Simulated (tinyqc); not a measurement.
Schottky diode by thermionic emission with image-force lowering and series resistance: one step of the calculation.

Metal on an n-type semiconductor with one parabolic valley; V > 0 is forward bias (metal positive). I = I0 [exp(Vj/(n Vt)) - 1] with Vj = V - I Rs; I0 = S A* T^2 exp(-(phi - dphi)/Vt), the lowering dphi taken at zero bias.

Task. Current and small-signal resistance. I = I0 [exp(Vj/(n Vt)) - 1], dV/dI = Rs + n Vt/(I + I0).

Parameters, values chosen for the exercise; band and dielectric values those of a made-up semiconductor:
- T = 350 K (temperature)
- n = 1.11 (ideality factor)
- Rs = 170 ohm (series resistance)

Constants: q = 1.602176634e-19 C, kB = 1.380649e-23 J/K, Vt = kB T/q. Results are converted to the units shown.

I0 = 7.0697217e-5 A
converged Vj = 0.10045754 V

Find: I; drop over Rs; dV/dI.

Result.

I = 1.3502 mA
drop over Rs = 0.22954 V
dV/dI = 193.56 ohm

Computed by the program tinyqc: `OMP_NUM_THREADS=1 python tinyqc.py 2640156 2640157 out.jsonl`, one thread of a shared Intel Xeon 2.30GHz, about 0.01 s for the whole run.
